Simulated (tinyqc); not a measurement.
Peierls distortion of a half-filled chain: one step. The equilibrium distortion. Three cases, with inputs chosen for the exercise.

Question. dE/du = 0 gives 1 = (4 al^2/K) mean(sin^2 x/|E|); solve with the exact mean, and compare with the weak-coupling form D = 8 t exp(-1 - 1/(2 lambda)).

Atoms move by +/- u, so bonds change by -/+ 2u and hoppings are t +/- 2 al u. Bands E = -/+ sqrt((2 t cos x)^2 + D^2 sin^2 x) with D = 4 al u, x = k a in (0, pi/2); the gap is 2D. Energy per atom at zero temperature: E(u) = -mean_x sqrt(...) + 2 K u^2; exactly, the mean is (4t/pi) E(1 - z^2), z = D/2t, E the complete elliptic integral of the second kind with parameter m. Coupling lambda = 2 al^2/(pi t K).

Case 1.

Values chosen: t = 2.73 eV (hopping of the even chain); al = 4.5 eV/angstrom (change of hopping with bond length); K = 30.2 eV/angstrom^2 (spring constant of a bond).

Case 2.

Values chosen: t = 2.66 eV (hopping of the even chain); al = 6.3 eV/angstrom (change of hopping with bond length); K = 41.5 eV/angstrom^2 (spring constant of a bond).

Case 3.

Values chosen: t = 2.34 eV (hopping of the even chain); al = 6.1 eV/angstrom (change of hopping with bond length); K = 31.9 eV/angstrom^2 (spring constant of a bond).

Give: lambda; u0; gap 2D; gap, weak coupling; E(u0) - E(0) per atom.

Answer.

Case 1.

lambda = 0.1564
u0 = 0.0184 angstrom
gap 2D = 0.662 eV
gap, weak coupling = 0.657 eV
E(u0) - E(0) per atom = -3.17 meV

Long and short bonds differ by 4 u0 = 0.0735 angstrom. The weak-coupling gap is 0.992 of the full one. The gain is far smaller than the gap, since only states near the zone edge move.

Case 2.

lambda = 0.2289
u0 = 0.0364 angstrom
gap 2D = 1.837 eV
gap, weak coupling = 1.762 eV
E(u0) - E(0) per atom = -24.32 meV

Long and short bonds differ by 4 u0 = 0.1458 angstrom. The weak-coupling gap is 0.959 of the full one. The gain is far smaller than the gap, since only states near the zone edge move.

Case 3.

lambda = 0.3173
u0 = 0.0652 angstrom
gap 2D = 3.180 eV
gap, weak coupling = 2.850 eV
E(u0) - E(0) per atom = -78.14 meV

Long and short bonds differ by 4 u0 = 0.2606 angstrom. The weak-coupling gap is 0.896 of the full one. The gain is far smaller than the gap, since only states near the zone edge move.

Computed by tinyqc, one run a case: `OMP_NUM_THREADS=1 python tinyqc.py N N+1 out.jsonl` with N = 1650054, 1650245, 1650249; one thread of a shared Intel(R) Xeon(R) Processor @ 2.30GHz, about 0.1 s a run at most.
